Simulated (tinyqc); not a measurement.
Inside a calculation: k.p theory built from an empirical-pseudopotential calculation at Gamma. Values are carried at full precision from step to step, so a last printed digit may differ when a step is redone from the rounded ones.

Empirical pseudopotential on the fcc lattice, atoms at +/- tau, tau = a (1,1,1)/8, no spin-orbit coupling. H(G,G') = c (2 pi/a)^2 |k + G|^2 delta + VS(q) cos(q.tau) + i VA(q) sin(q.tau), q = G - G', c = hbar^2/2m0; k and G in units of 2 pi/a; VS at |q|^2 = 3, 8, 11 and VA at 3, 4, 11, in rydberg, zero elsewhere. The basis is fixed: all 65 G with |G|^2 up to Gcut. Energies are counted from the fourth level at Gamma.

Constants: hbar^2/2m0 = 3.80998211 eV angstrom^2; Ry = 13.60569312 eV.

Values chosen for the exercise (near those of Ge; the results hold for these values, not for the real material): a = 5.649 angstrom (lattice constant); VS = (-0.234, 0.01, 0.061) Ry (symmetric form factors); VA = (0, 0, 0) Ry (antisymmetric form factors); Gcut = 16 (2 pi/a)^2 (largest |G|^2 of the fixed basis).

## Levels at Gamma

Diagonalise H at k = 0 and group equal levels.

Multiplets at Gamma:
```
multiplet  degeneracy    E (eV)
1                   1  -12.0485
2                   3    0.0000
3                   1    1.2610
4                   3    3.5397
5                   1    6.7698
6                   2    8.1985
7                   3   12.2152
8                   1   13.6335
9                   3   26.4941
```

The lowest empty multiplet is a singlet at 1.261 eV; the lowest empty singlet (s-like) is multiplet 3.

## Mass of the s-like conduction level (multiplet 3)

For a multiplet A of d_A states, W(B) = (4 c/(3 d_A)) sum over n in A, m in B and i = x, y, z of |<n|G_i|m>|^2 (G in 1/angstrom, <n|G_i|m> = sum_G c_n(G)* G_i c_m(G)); the mean inverse mass of A is 1 + sum_B W(B)/(E_A - E_B). Multiplets with W = 0 are left out.

List the couplings (the first eight at most); W to the valence triplet is the Kane energy Ep.

Couplings:
```
multiplet B  degeneracy  E_B (eV)   W (eV)  W/(E_A - E_B)
2                     3    0.0000  20.1054        15.9445
7                     3   12.2152   0.2204        -0.0201
10                    3   27.0460   0.4622        -0.0179
16                    3   41.9491   0.0136        -0.0003
23                    3   43.8729   0.0058        -0.0001
25                    3   49.2279   0.0074        -0.0002
```

sum over the higher multiplets = 0
1/m = 16.9059

Ep = 20.11 eV. The valence triplet gives 15.94, all other levels together -0.04; m = 0.0592, against 0.0590 for two levels alone.

## Valence parameters

Fold all other levels onto the valence triplet: D(u) = c + 4 c^2 sum_m <n|u.G|m><m|u.G|n'>/(0 - E_m), in units of c. Along [100] its eigenvalues are L (once) and M (twice); along [111] (L + 2M + 2N)/3 (once) and (L + 2M - N)/3 (twice). Then g1 = -(L + 2M)/3, g2 = -(L - M)/6, g3 = -N/6.

eigenvalues along [100]: [-16.747, -2.945, -2.945]

eigenvalues along [111]: [-20.157, -1.239, -1.239]

L, M, N: [-16.747, -2.945, -18.918]

g1, g2, g3: [7.545, 2.300, 3.153]

With spin-orbit coupling added at fixed g1, g2, g3 and large against the hole energy these give heavy and light masses along [100] of 0.340 and 0.082. The s-like level alone adds Ep/(3E) = 5.31 to g1. Local form factors fix Ep and the gap only roughly, so these values can lie far from measured ones.

## Checks

- 1/m of the s-like level from the sum against the curvature of the band: both 16.91.
- L and M against the curvatures along [100]: largest relative difference 2.5e-06.

(tinyqc, `OMP_NUM_THREADS=1 python tinyqc.py 1050684 1050685 out.jsonl`, Intel(R) Xeon(R) Processor @ 2.30GHz, 1 thread, shared host, about 0.3 s.)
